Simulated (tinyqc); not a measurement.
# Current of a Schottky diode by thermionic-emission-diffusion theory, and its read-back from I-V-T and C-V data, step by step

A worked calculation. Computed by tinyqc, a small Python program that keeps every step. Command: `OMP_NUM_THREADS=1 python tinyqc.py 3020602 3020603 out.jsonl schottky walk`. One thread of a shared host (Intel(R) Xeon(R) Processor @ 2.30GHz), about 0.01 s of CPU time with the checks. Intermediate numbers are printed to about 6 digits and carried at full precision; extremes and crossings named in words are read from the listed rows.

Full ionisation, no tunnelling, no recombination current. V is the voltage across the junction itself, forward positive.

Inputs (values chosen for the exercise, modelled on n-type GaN):
```
quantity                                     value           unit
Richardson constant A*                        26.6   A/(cm^2 K^2)
effective density of states at 300 K, N_c  2.2e+18         1/cm^3
permittivity eps                               9.7              -
mobility mu                                   1000     cm^2/(V s)
barrier without image force phi_0 (mean)      1.07             eV
doping N                                   4.5e+16         1/cm^3
series resistance R_s                         0.24  milliohm cm^2
junction voltage V                             0.5              V
temperature T                                  300              K
standard deviation sigma                        56            meV
relative change of sigma^2 with bias, rho     0.41            1/V
```

Barrier: Gaussian spread of heights.

Constants: k_B = 8.617333262e-05 eV/K; e = 1.602176634e-19 C; eps_0 = 8.8541878128e-12 F/m.

## Barrier at the given bias

N_c(T) = N_c (T/300 K)^(3/2); V_bi = phi_0 - (k_B T/e) ln(N_c(T)/N); surface field F = sqrt(2 e N (V_bi - V - k_B T/e)/(eps eps_0)); image lowering d_phi = sqrt(e F/(4 pi eps eps_0)); effective barrier phi = phi_0 - d_phi - sigma^2 (1 - rho V)/(2 k_B T).

built-in voltage V_bi = 0.969447 V

surface field F = 86.2998 kV/cm

image lowering = 35.7927 meV

effective barrier phi = 0.985988 eV

## Current

Collection velocity v_R = A* T^2/(e N_c(T)); diffusion velocity v_D = mu F; J = e N_c(T) v_R/(1 + v_R/v_D) exp(-phi/k_B T) [exp(e V/k_B T) - 1]. Terminal voltage V + J R_s.

v_R = 6.79190e+06 cm/s

v_D = 8.62998e+07 cm/s

current density J = 0.0152048 A/cm^2

terminal voltage = 0.500004 V

v_D/v_R = 12.7: emission over the barrier limits the current.

## Read-back from the I-V curve

Ideality n = (e/k_B T)/(d ln J/dV) by a central difference of +/- 1 mV; J_0 = J exp(-e V/(n k_B T)); apparent barrier phi_IV = k_B T ln(A* T^2/J_0); a C-V plot gives phi_CV = phi_0, the mean without lowering.

ideality factor n = 1.04950

extrapolated J_0 = 1.50843e-10 A/cm^2

apparent barrier phi_IV = 0.964364 eV

phi_CV - phi_IV = 105.636 meV

n exceeds 1 because forward bias lowers the field, which weakens the image lowering, and narrows the spread of barriers.

## Temperature series and Richardson plot

A least-squares line of ln(J_0/T^2) against 1/(k_B T) gives a barrier (minus the slope) and a Richardson constant (exp of the intercept).

At the same junction voltage:
```
T (K)  1/k_B T (1/eV)        n  J_0 (A/cm^2)  phi_IV (eV)  ln(J_0/T^2)
200           58.0226  1.06027   3.19785e-18     0.933457     -50.8807
250           46.4181  1.05333   1.07231e-13     0.951949     -40.9067
300           38.6817  1.04950   1.50843e-10     0.964364     -34.0223
350           33.1558  1.04759   3.15062e-08     0.973280     -28.9889
400           29.0113  1.04709   1.91390e-06     0.979970     -25.1493
450           25.7878  1.04778   4.99448e-05     0.985116     -22.1231
```

barrier from the Richardson plot = 0.892218 eV

Richardson constant from the plot = 1.98052 A/(cm^2 K^2)

From 200 to 450 K n goes from 1.060 to 1.048 and phi_IV from 0.933 to 0.985 eV. The plot returns 0.892 eV against phi_0 = 1.07 and a constant 0.0745 times the true A*: a spread of barriers lets cold carriers pick the low patches, which bends the plot and lowers both numbers.

## Forward curve with series resistance

Terminal voltage V + J R_s; apparent ideality from neighbouring rows, (e/k_B T) dV_terminal/d ln J.

Forward curve; the last column belongs to the interval up to the next row:
```
V (V)   J (A/cm^2)  terminal voltage (V)  apparent n
0.229  6.69002e-07               0.22900      1.0426
0.319  1.88644e-05               0.31900      1.0447
0.408  5.09038e-04               0.40800      1.0476
0.497  1.36131e-02               0.49700      1.0526
0.586  3.59469e-01               0.58609      1.0835
0.675  9.30941e+00               0.67723      1.7141
0.764  2.32969e+02               0.81991     16.7008
0.854  5.56747e+03               2.19019           -
```

The resistance takes over where J R_s exceeds k_B T/e, at J = 108 A/cm^2; the apparent ideality climbs from 1.04 to 16.7, so barrier and n must be read below that current. Rows where the resistance drops more than 1 V are formal, since self-heating is left out.

Checks made by the program: v_D = mu F against the drift-diffusion integral over the parabolic barrier, a ratio 2 y Dawson(y) with y^2 = (V_bi - V)/(k_B T/e) - 1 (relative difference 3e-02).
